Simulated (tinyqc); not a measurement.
Worked calculation: one-electron ion in a basis of Gaussians. One step of it, computed by the program tinyqc.

Task: Matrices over normalised Gaussians. With p = a_i + a_j and I(k) = Gamma((k+1)/2) / (2 p^((k+1)/2)): S = I(2l+2), T = (2l+3) a_i a_j S / p, V = -Z I(2l+1), each divided by sqrt(S_ii S_jj).

exponents of r^l exp(-a r^2) (1/bohr^2): [0.015630, 0.038830, 0.096470, 0.239700, 0.595500, 1.480000, 3.676000]

Z = 1

l = 1

Give: S; T; V.

Result:

S:
```
[[1.000, 0.779, 0.399, 0.159, 0.056, 0.019, 0.006],
 [0.779, 1.000, 0.779, 0.399, 0.159, 0.056, 0.019],
 [0.399, 0.779, 1.000, 0.778, 0.399, 0.159, 0.056],
 [0.159, 0.399, 0.778, 1.000, 0.779, 0.399, 0.159],
 [0.056, 0.159, 0.399, 0.779, 1.000, 0.778, 0.399],
 [0.019, 0.056, 0.159, 0.399, 0.778, 1.000, 0.779],
 [0.006, 0.019, 0.056, 0.159, 0.399, 0.779, 1.000]]
```

T (hartree):
```
[[0.039, 0.043, 0.027, 0.012, 0.004, 0.001, 0.000],
 [0.043, 0.097, 0.108, 0.067, 0.029, 0.011, 0.004],
 [0.027, 0.108, 0.241, 0.268, 0.166, 0.072, 0.026],
 [0.012, 0.067, 0.268, 0.599, 0.665, 0.412, 0.179],
 [0.004, 0.029, 0.166, 0.665, 1.489, 1.653, 1.024],
 [0.001, 0.011, 0.072, 0.412, 1.653, 3.700, 4.108],
 [0.000, 0.004, 0.026, 0.179, 1.024, 4.108, 9.190]]
```

V (hartree):
```
[[-0.133, -0.137, -0.101, -0.061, -0.033, -0.017, -0.009],
 [-0.137, -0.210, -0.215, -0.159, -0.095, -0.052, -0.027],
 [-0.101, -0.215, -0.330, -0.340, -0.250, -0.150, -0.082],
 [-0.061, -0.159, -0.340, -0.521, -0.535, -0.394, -0.237],
 [-0.033, -0.095, -0.250, -0.535, -0.821, -0.844, -0.621],
 [-0.017, -0.052, -0.150, -0.394, -0.844, -1.294, -1.330],
 [-0.009, -0.027, -0.082, -0.237, -0.621, -1.330, -2.040]]
```
